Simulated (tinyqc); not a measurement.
# From level (+3/+2) back to dielectric constant eps

Model: formation energy of a charged point defect from supercell energies. Computed by tinyqc, a small Python program. Command: `OMP_NUM_THREADS=1 python tinyqc.py 3022888 3022889 out.jsonl formation inv`. One thread of a shared host (Intel(R) Xeon(R) Processor @ 2.30GHz), about 0.02 s of CPU time with the checks.

The host is a compound AB. Making the defect adds n_A = 0, n_B = -1 atoms to the cell. All total energies are inputs. E_F is counted from the valence-band maximum (VBM); x = 0 is A-rich and x = 1 B-rich growth.

Inputs (values chosen for the exercise, with gap and screening modelled on CdS): gap E_g = 2.47 eV; E_VBM of the host cell = 2.68 eV; potential alignment dV = -0.093 eV; cell length L = 21.3 angstrom; mu_B of the pure element = -7.057 eV; formation enthalpy dH of AB = -1.54 eV; growth condition x = 0.52.

Defect: vacancy of B. Supercell lattice: bcc.

charge states q: [3, 2, 1, 0]

E(defect, q) - E(host), in the order of q (eV): [-0.771, 2.574, 6.954, 11.905]

Constants: e^2/(4 pi eps_0) = 14.39964548 eV angstrom.

Method:
- dmu_A = x dH and dmu_B = (1 - x) dH, so that dmu_A + dmu_B = dH; mu = mu(element) + dmu.
- The reservoir term is sum n_i mu_i.
- Image-charge correction of a point charge in a neutralising background: E_corr = q^2 alpha e^2/(4 pi eps_0) / (2 eps L), alpha = 2.888462 for a bcc array with L the cube root of the volume.
- E_f(q, E_F) = [E(defect, q) - E(host)] - sum n_i mu_i + q (E_VBM + dV + E_F) + E_corr(q).
- eps(q/q-1) = E_f(q - 1, 0) - E_f(q, 0).

Problem. A run gave the result below. Find the dielectric constant eps, known to lie between 5.6 and 14.

level (+3/+2) = 0.2658347 eV

Solution.

Each step takes the trial c = (a f_b - b f_a)/(f_b - f_a), f being the result less the target and a, b, c the logarithms of the listed values; c replaces end b, the old b replaces a if the sign of f changed, and otherwise f_a is halved.

Scan of the range:
```
dielectric constant eps  level (+3/+2) (eV)
5.60                              -0.113748
6.52                               0.009260
7.60                               0.115660
8.85                               0.206386
10.30                              0.284040
12.00                              0.351184
14.00                              0.409301
```

False position (Illinois rule, in the logarithm of the input) inside the bracket:
```
step    end a    end b    trial  level (+3/+2) (eV)
1     8.85000  10.3000  9.94006            0.266877
2     8.85000   9.9401  9.90101            0.264940
3     9.94006   9.9010  9.91902            0.265836
4     9.90101   9.9190  9.91900            0.265835
5     9.90101   9.9190  9.91900            0.265835
6     9.91900   9.9190  9.91900            0.265835
```

Level (+3/+2) rises at every point of a 13-point scan of the range (every second point is shown), so one value fits; it is bracketed by 8.85 and 10.3. Answer: dielectric constant eps = 9.919.

Caution: the largest image-charge correction in these energies, q^2 alpha e^2/(8 pi eps_0 eps L) with alpha = 2.888462, exceeds a quarter of the gap; the point-charge term alone is then a rough estimate, usually too large for a charge that is spread out.
